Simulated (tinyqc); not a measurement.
Interface roughness in a thin film (subband fluctuation and scattering): sweeps and comparisons. A value that a table varies takes the place of the one given here.

Square well of width t, barriers V0, c = hbar^2/2m0: E1 solves k t + 2 atan[(k/mz)/(kappa/mb)] = pi, k = sqrt(mz E/c), kappa = sqrt(mb (V0 - E)/c). One interface is rough, so the subband edge fluctuates by G dt with G = |dE1/dt| (central difference of 0.01 angstrom; 2 E1/t for hard walls).

Gaussian roughness spectrum S(q) = pi D^2 Lc^2 exp(-q^2 Lc^2/4). Degenerate gas, taken to fill one subband (the second starts to fill once c kF^2/md exceeds E2 - E1, which is not tested here): kF = sqrt(2 pi Ns/gv), q = 2 kF sin(theta/2), 1/tau = (md/(2 pi c hbar)) G^2 times the integral from 0 to pi of S(q)(1 - cos theta)/eps(q)^2 dtheta, eps(q) = 1 + qs/q with screening (qs = gv md q0/(c eps), q0 = e^2/(4 pi eps0), form factors left out, which overstates the screening; other scattering is left out too, so these values lie far above measured mobilities in all but the thinnest films) or 1 without; mobility = tau c2/md with c2 = e/m0 = 1.75882e15 cm^2/(V s^2); 1e12/cm^2 = 1e-4/angstrom^2.

Constants: hbar^2/2m0 = 3.80998211 eV angstrom^2; hbar = 6.58211957e-16 eV s; e^2/(4 pi eps0) = 14.39964547 eV angstrom.

Values chosen for the exercise (near those of a thin GaN channel; shifted at random, so the results belong to these values and not to a real crystal): mz = 0.198 m0 (confinement mass); V0 = 1.99 eV (barrier); mb = 0.3 m0 (barrier mass); md = 0.196 m0 (mass in the plane); gv = 1 (valleys); D = 2.2 angstrom (rms height of the roughness); Lc = 54 angstrom (correlation length); Ns = 9.4 x 1e12/cm^2 (sheet density); eps = 9.1 (mean dielectric constant at the channel); ts = (18, 22, 27, 32, 40, 51, 67) angstrom (thicknesses); t = 32 angstrom (film thickness); Ll = (4, 8, 14, 22, 35, 55, 90) angstrom (correlation lengths).

## The sixth-power law

Screened mobility against thickness for the finite barrier and for hard walls.

Results:
```
t (angstrom)  E1 (meV)  G (meV/angstrom)  mobility (cm^2/(V s))  the same, hard walls
18               288.4            22.439               1.05e+04              1.25e+03
22               215.9            14.550               2.51e+04              4.17e+03
27               158.1             9.123               6.38e+04              1.43e+04
32               120.8             6.090               1.43e+05              3.95e+04
40                83.6             3.510               4.31e+05              1.51e+05
51                55.2             1.882               1.50e+06              6.48e+05
67                34.1             0.913               6.37e+06              3.33e+06
```

With hard walls G goes as 1/t^3 and the mobility as t^6. With the finite barrier the local exponent is 4.32 at the thin end and 5.30 at the thick end, since the envelope leaks out and softens the dependence. The least value is 1.05e+04 cm^2/(V s). EF - E1 = 115 meV exceeds about 3 E1, the distance to the next subband of the ladder, from 67 angstrom on, where the one-subband formula no longer holds. The gate field, which also presses carriers to the interface, is left out. Below about 20 angstrom the effective-mass picture is itself doubtful.

## Correlation length

Fixed D; bare and screened mobility.

Results:
```
Lc (angstrom)  kF Lc  bare mobility (cm^2/(V s))  screened mobility (cm^2/(V s))
4               0.31                    2.73e+04                        7.34e+04
8               0.61                    8.41e+03                        2.29e+04
14              1.08                    4.73e+03                        1.35e+04
22              1.69                    5.27e+03                        1.72e+04
35              2.69                    9.93e+03                        4.91e+04
55              4.23                    1.72e+04                        1.50e+05
90              6.92                    2.90e+04                        4.99e+05
```

The bare mobility is lowest at Lc = 14 angstrom of those listed (kF Lc = 1.08). The screened mobility is lowest at Lc = 14 angstrom of those listed (kF Lc = 1.08). Short roughness averages out (mobility as 1/Lc^2; the first two rows give exponent -1.70), and long roughness deflects only by small angles (bare mobility rising as Lc; the last two rows give 1.06).

## What each parameter does

G, G D, and the screened mobility. Each row changes one parameter from the base and keeps the others.

Results:
```
case                 G (meV/angstrom)  G D (meV)  mobility (cm^2/(V s))
base                            6.090      13.40              1.432e+05
t = 28 angstrom                 8.377      18.43              7.569e+04
D = 2.86 angstrom               6.090      17.42              8.474e+04
Lc = 62 angstrom                6.090      13.40              1.997e+05
Ns = 15 x 1e12/cm^2             6.090      13.40              2.969e+05
mz = 0.228 m0                   5.696      12.53              1.637e+05
md = 0.225 m0                   6.090      13.40              1.295e+05
V0 = 1.39 eV                    5.445      11.98              1.791e+05
eps = 10.9                      6.090      13.40              1.153e+05
```

The largest shifts from the base row, up to three for each result and ties (the steps differ in size, so this ranks the rows, not the parameters). G (meV/angstrom): t +2.287, V0 -0.645, mz -0.394; unchanged at the printed digits by D, Lc, Ns, md and eps. G D (meV): t +5.03, D +4.02, V0 -1.42; unchanged at the printed digits by Lc, Ns, md and eps. mobility (cm^2/(V s)): Ns +1.54e+05, t -6.75e+04, D -5.85e+04. In the base case G D is 0.12 times EF - E1 = 114.8 meV.

Run: tinyqc, `OMP_NUM_THREADS=1 python tinyqc.py 1281442 1281443 out.jsonl`; Intel(R) Xeon(R) Processor @ 2.30GHz, one thread, shared host; about 0.01 s of CPU time with all checks.
